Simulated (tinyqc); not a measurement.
Capacitance measurement on a leaky thin oxide: effects of series resistance and leakage: one step of the calculation.

The device is a capacitance C in parallel with a leakage conductance G, in series with Rs and Ls. An impedance meter reports either a parallel pair (Cp, Gp) from Y = 1/Z = Gp + i w Cp or a series pair (Cs, Rm) from Z = Rm + 1/(i w Cs); w = 2 pi f, dissipation D = Gp/(w |Cp|).

Problem. True capacitance and conductance. EOT = 3.9 tox/eox; CET = EOT + zc + zp; C = 3.9 eps0 A/CET; G = Jg A/Vs.

Values chosen for this exercise; values of the order met in thin-oxide MOS capacitors:
```
symbol   value    unit                                                                 meaning
eox        9.1          relative permittivity of the gate insulator (close to aluminium oxide)
tox        4.2      nm                                                     insulator thickness
A          400    um^2                                                               gate area
zc        0.36      nm              oxide-equivalent thickness added by the accumulation layer
zp        0.25      nm                      oxide-equivalent thickness added by gate depletion
Jg      0.0015  A/cm^2              gate leakage current density, not matched to the thickness
Vs        0.24       V                               voltage for an e-fold rise of the leakage
```

Constants: eps0 = 8.8541878128e-14 F/cm where lengths are in cm. Results are converted to the units shown.

Give: EOT; CET; C; G.

Solution.

EOT = 1.800 nm
CET = 2.410 nm
C = 5.731 pF
G = 0.02500 uS

Computed by the program tinyqc: `OMP_NUM_THREADS=1 python tinyqc.py 2022161 2022162 out.jsonl`, one thread of a shared Intel Xeon 2.30GHz, about 0.01 s for the whole run.
